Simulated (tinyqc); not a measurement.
# Kinetics of strain relaxation and threading dislocations in mismatched semiconductor layers, step by step

A worked calculation. Computed by tinyqc, a small Python program that keeps every step. Command: `OMP_NUM_THREADS=1 python tinyqc.py 3017524 3017525 out.jsonl threading walk`. One thread of a shared host (Intel(R) Xeon(R) Processor @ 2.30GHz), about 0.01 s of CPU time with the checks. Intermediate numbers are printed to about 6 digits and carried at full precision; extremes and crossings named in words are read from the listed rows.

60-degree dislocations on {111} planes of a (001) layer, isotropic elasticity. The Schmid factor is 1/sqrt(6), and a misfit segment relieves strain with b/2.

Inputs (values chosen for the exercise, for a model layer):
```
quantity                                     value          unit
misfit f                                    0.0169             -
shear modulus G                               47.4           GPa
Poisson ratio nu                              0.32             -
Burgers vector b                              4.05      angstrom
glide activation energy Q                     1.26            eV
velocity prefactor v0                        10000   m/s per MPa
layer thickness h                               22            nm
anneal temperature T                           685             K
anneal time t                                   28             s
initial thread density rho_0                120000        1/cm^2
multiplication constant delta                17000           1/m
grading rate (misfit per thickness) R_f     0.0049  1/micrometre
growth temperature of the buffer T_g           871             K
growth rate R_g                               0.16          nm/s
reaction radius r_A                             33            nm
final thickness of a thick uniform layer H     3.8    micrometre
aspect ratio of a trench                       1.2             -
```

Sources: fixed density of threads.

Constants: k_B = 8.617333262e-05 eV/K.

## Excess stress and glide velocity at the start

Excess resolved stress tau = (1/sqrt 6) [2 G (1 + nu)/(1 - nu)] (e - e_eq), e_eq = b (1 - nu/4) [ln(h/b) + 1]/(4 pi (1 + nu) h), the Matthews-Blakeslee strain of an uncapped layer; glide velocity v = v0 tau exp(-Q/(k_B T)), tau in MPa.

equilibrium strain e_eq = 0.00509993

excess stress tau = 886.507 MPa

mobility v/tau = 5.36724e-06 m/s per MPa

initial velocity = 4758.10 micrometre/s

The layer carries 3.3 times its equilibrium strain. In the anneal time a thread would run 130000 micrometre at this speed.

## Relaxation in the anneal

Threads run in two directions, so de/dt = -(b/4) rho v, with rho fixed. With x = e - e_eq, x0 = f - e_eq (fully strained at t = 0) and v = m S x (m the mobility, S x = tau): x = x0 exp(-t/t_r), t_r = 4/(b rho_0 m S). The half time is that at which x = x0/2.

strain left e = 0.00809309

share of the excess strain relieved = 74.6344 %

thread density = 120000 1/cm^2

half time = 14.1482 s

Relaxation is under way. The misfit lines laid down are 0.023 micrometre apart. Caution: blocking of threads by crossing misfit lines, left out here, leaves real layers with more strain.

## Anneal temperature

The formulas are those given above.

After the time t:
```
T (K)  first velocity (micrometre/s)  relieved (%)  threads (1/cm^2)  half time (s)
549                      2.40424e+01        0.6908            120000    2.79998e+03
575                      8.01668e+01        2.2847            120000    8.39729e+02
607                      3.06337e+02        8.4530            120000    2.19753e+02
632                      7.94371e+02       20.4687            120000    8.47443e+01
664                      2.42241e+03       50.2614            120000    2.77898e+01
685                      4.75810e+03       74.6344            120000    1.41482e+01
716                      1.19894e+04       96.8463            120000    5.61481e+00
768                      4.77855e+04       99.9999            120000    1.40876e+00
```

The half time follows exp(Q/(k_B T)), a decade for each 69 K near 664 K. Relief goes from 20 % at 632 K to 74.6 % at 685 K: with a fixed density the onset is gradual, and more threads relax the layer sooner. Caution: rows with more than 50 % relieved leave out blocking by crossing misfit lines, which slows real layers.

## Graded buffer

In steady grading, strain is fed at R_f R_g and relieved at (b/4) rho v. As a glide-limited estimate, the driving stress is taken as the mean stress of the strained top zone, whose depth z solves R_f z/2 = e_eq(z), with strain R_f z at the surface; tau_g = S R_f z/2 is its mean; then rho = 4 R_f R_g/(b m tau_g), m = v0 exp(-Q/(k_B T_g)), S = (1/sqrt 6) 2 G (1 + nu)/(1 - nu), e_eq(z) = b (1 - nu/4) [ln(z/b) + 1]/(4 pi (1 + nu) z).

depth z of the strained zone = 261.722 nm

stress tau_g = 48.1730 MPa

thread density of the buffer = 31.3853 1/cm^2

buffer thickness f/R_f = 3.44898 micrometre

Raising T_g by 50 K would lower this density by a factor 2.5: fast glide lets few threads do the work. Caution: real buffers seldom go below 1e5 /cm^2, as pile-ups and nucleation take over; this value is a lower bound.

## Thick uniform layer and trapping in a trench

A separate case, a thick relaxed layer. Pair reactions during growth: d rho/dh = -K rho^2 with K = 2 r_A tan(psi) and threads inclined by psi = 45 degrees (the <110> lines of {111} planes), so rho = 1/(K H) for a layer that starts with far more threads than that, as highly mismatched layers do. In a trench along [110] a thread on {111} rises at 54.74 degrees across the width, and leaves through the wall below the height w tan(54.74 degrees) = sqrt(2) w; the share of threads, evenly spread over the floor, that reach the top is max(0, 1 - a/sqrt 2) for the aspect ratio a.

thread density at H = 3.98724e+08 1/cm^2

share that reaches the top = 0.151472

The trench is too shallow to trap all. Thickness alone needs 1500 micrometre for 1e6 /cm^2. Caution: at this small misfit a layer may start with fewer threads than 1/(K H), which is then only an upper bound.

Checks made by the program: strain against numerical integration (relative difference below 1e-10).
